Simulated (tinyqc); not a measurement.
Transparency density and B against temperature: optical gain and spontaneous emission in a bulk direct-gap semiconductor.

Parabolic bands, vertical transitions, no excitons. For each hole band j: mr = me mj/(me + mj); joint density of states J_j(E) = (mr/c)^(3/2) sqrt(E - Eg)/(2 pi^2), both spins, c = hbar^2/2m0; averaged matrix element |e.p|^2 = m0 Ep/6; alpha_j(E) = 4 pi^2 alpha_f c Ep J_j/(3 nr E) in 1/angstrom (alpha_f the fine-structure constant, listed as alpha among the constants), times 1e8 for 1/cm.

F_j(eta) = (1/Gamma(j + 1)) integral_0^infinity x^j dx/(1 + exp(x - eta)), which tends to exp(eta) for eta << 0.

Quasi-Fermi levels: n = Nc F_1/2(Fc/kT) and p = Nv F_1/2(Fv/kT), Fc counted up from the conduction edge and Fv down from the valence edge; Nc, Nv from N = 2 (m kB T/(4 pi c))^(3/2) with c = hbar^2/2m0, in 1/angstrom^3; times 1e24 for 1/cm^3, with me and (mhh^(3/2) + mlh^(3/2))^(2/3).

For band j the electron sits at Ee = (E - Eg) mr/me above its edge and the hole at Eh = (E - Eg) mr/mj; fe = 1/(1 + exp((Ee - Fc)/kT)), fh = 1/(1 + exp((Eh - Fv)/kT)); gain g = sum_j alpha_j (fe + fh - 1).

Spontaneous rate: R = integral of (nr E/(hbar c))^2/(pi^2 hbar) sum_j alpha_j fe fh dE, with alpha in 1/cm and (nr E/(hbar c))^2 in 1/cm^2 (1e16 per 1/angstrom^2); B = R/(n p); lifetime n/R.

Constants: hbar^2/2m0 = 3.80998211 eV angstrom^2; fine-structure constant alpha = 0.007297352564; kB = 8.617333262e-05 eV/K; hbar = 6.58211957e-16 eV s; hbar c = 1973.269805 eV angstrom.

Inputs chosen for the exercise (near those of GaAs; shifted at random, so the results belong to these values and not to a real crystal): Eg = 1.462 eV (direct gap); me = 0.0687 m0 (electron mass); mhh = 0.476 m0 (heavy-hole mass); mlh = 0.0815 m0 (light-hole mass); Ep = 26.6 eV (Kane energy); nr = 3.56 (refractive index).

Eg is held fixed; B is taken at n = 1e15 1/cm^3.

Results:
```
T (K)  transparency density (1/cm^3)  Fc/kT there  B (cm^3/s)
100                         2.36e+17        1.924    1.45e-09
200                         6.68e+17        1.924    5.16e-10
250                         9.33e+17        1.924    3.71e-10
300                         1.23e+18        1.924    2.83e-10
350                         1.55e+18        1.924    2.26e-10
400                         1.89e+18        1.924    1.86e-10
500                         2.64e+18        1.924    1.34e-10
```

Give the missing row, T (K) = 150.

Computed row:
```
T (K)  transparency density (1/cm^3)  Fc/kT there  B (cm^3/s)
150                         4.34e+17        1.924    7.91e-10
```

Fc/kT at transparency stays at 1.924, since it depends on Nv/Nc alone, so the density goes as T^1.50. B goes as T^-1.48, against T^-1.5 for non-degenerate carriers: hot carriers spread over k and fewer pairs share a wave vector.

(tinyqc, `OMP_NUM_THREADS=1 python tinyqc.py 1651717 1651718 out.jsonl`, Intel(R) Xeon(R) Processor @ 2.30GHz, 1 thread, shared host, about 0.1 s.)
